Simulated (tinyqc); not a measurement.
# Barrier from its over-barrier resonances

Problem. A flat barrier of width d = 0.7 nm between equal leads transmits fully where k d = n pi, that is at E_n = U + C (n pi/d)^2/m, C = hbar^2/(2 m0), whatever the lead mass. Find m and U.

Constants: q = 1.602176634e-19 C, hbar = 1.054571817e-34 J s, m0 = 9.1093837015e-31 kg, hbar^2/(2 m0) = 0.0380998212 eV nm^2. Results are converted to the units shown.

energies of resonances n = 1 and 2 (eV): 6.3160566  21.664227

Solution. The spacing is 3 C (pi/d)^2/m, which gives m; either energy then gives U.

m = 0.1500 m0
U = 1.200 eV

Program tinyqc, `OMP_NUM_THREADS=1 python tinyqc.py 2560025 2560026 out.jsonl`; Intel Xeon 2.30GHz, shared host, one thread, about 0.01 s.
